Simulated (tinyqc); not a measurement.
Competing polymorphs of an oxide film: bulk, surface, grain-boundary, dopant and field terms: one step, computed by the program tinyqc. Command: `OMP_NUM_THREADS=1 python tinyqc.py 3020284 3020285 out.jsonl polymorph walk`. One thread of a shared host (Intel(R) Xeon(R) Processor @ 2.30GHz), about 0.01 s of CPU time with the checks.

Phases: monoclinic m (reference), polar orthorhombic o, tetragonal t. Free energies per formula unit (f.u.); 1 J/m^2 x angstrom^3/nm = 6.241509 meV.

Question. Bulk terms. Bulk term b = H - T S + (shift) x, zero for m. The undoped bulk turns from m to t at T = H_t/S_t.

Inputs (values chosen for the exercise, for a model oxide):
```
quantity                                  value          unit
energy of the polar phase o over m         48.7      meV/f.u.
energy of the tetragonal phase t over m     158      meV/f.u.
entropy of o over m                      0.0081  meV/(f.u. K)
entropy of t over m                       0.053  meV/(f.u. K)
temperature T                               300             K
dopant content x                           0.35             %
shift of o per % of dopant                 -3.8      meV/f.u.
shift of t per % of dopant                  -14      meV/f.u.
```

Give: b; bulk m-t temperature.

Answer.

b (meV/f.u.): m 0.00, o 44.94, t 137.20

bulk m-t temperature = 2981.1 K
